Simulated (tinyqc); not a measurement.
Thickness of the film: ellipsoidal valleys in the axes of a wafer and a channel.

Valleys with axes a along [111], [1-1-1], [-11-1] and [-1-11], one whole valley each; inverse mass tensor w = 1/mt + (1/ml - 1/mt) a a. Device axes: z = nz/|nz|, x = nx/|nx|, y = z cross x; in them a = (ax, ay, az). Confinement mass mz = 1/w_zz. In the plane w_ij is replaced by u_ij = w_ij - w_iz w_jz/w_zz (i, j = x, y); density-of-states mass md = 1/sqrt(det u); conductivity mass along x mc = 1/u_xx; ballistic transport mass mx = u_yy/det u, width mass my = 1/u_yy.

Hard walls: E_n = c (n pi/t)^2/mz, c = hbar^2/2m0, n = 1, 2, 3. Non-degenerate share of a valley proportional to md sum_n exp(-E_n/kT); mean 1/mc = sum of share/mc. 1 nm = 10 angstrom.

Constants: hbar^2/2m0 = 3.80998211 eV angstrom^2; kB = 8.617333262e-05 eV/K.

Parameters, chosen for this exercise (near those of the L valleys of GaAs; the results hold for these values, not for the real material):
- ml = 1.973 m0 (longitudinal mass)
- mt = 0.077 m0 (transverse mass)
- nz = (1, 1, 0) (surface normal (confinement))
- nx = (0, 0, 1) (channel direction)
- T = 300 K (temperature)

Share of the lowest ladder and mean conductivity mass.

Results:
```
t (nm)  lowest E1 (meV)  spread of E1 (meV)  share of the lowest ladder  mean mc
2.0               438.7               782.2                       1.000   0.7090
3.0               195.0               347.6                       1.000   0.7090
4.0               109.7               195.5                       0.999   0.7058
5.0                70.2               125.1                       0.987   0.6636
10.0               17.5                31.3                       0.695   0.2721
14.0                9.0                16.0                       0.599   0.2279
```

Give the missing row, t (nm) = 7.0.

Computed row:
```
t (nm)  lowest E1 (meV)  spread of E1 (meV)  share of the lowest ladder  mean mc
7.0                35.8                63.8                       0.878   0.4319
```

The spread falls as 1/t^2 and passes kT = 25.9 meV between t = 10 and 14 nm; the share of the lowest ladder goes from 1.000 to 0.599 and the mean mass goes from 0.7090 to 0.2279, against 0.1954 for equal shares, the limit of a thick film (the bulk value 3/(1/ml + 2/mt) is 0.1133; the two differ since axes are tilted in the x-z plane and in a quantised film no valley carries current across it; once scattering blurs the subbands the bulk value returns). Three subbands a valley become too few once E3 nears kT. In the thinnest rows E1 (439 meV) is beyond the parabolic range; in GaAs the Gamma valley, left out, lies lowest except in the thinnest films.

Computed by tinyqc, a small Python program: `OMP_NUM_THREADS=1 python tinyqc.py 1880195 1880196 out.jsonl` (the numbers bound the seed that draws the inputs); one thread of a shared host (Intel(R) Xeon(R) Processor @ 2.30GHz), about 0.01 s for the whole set of steps.
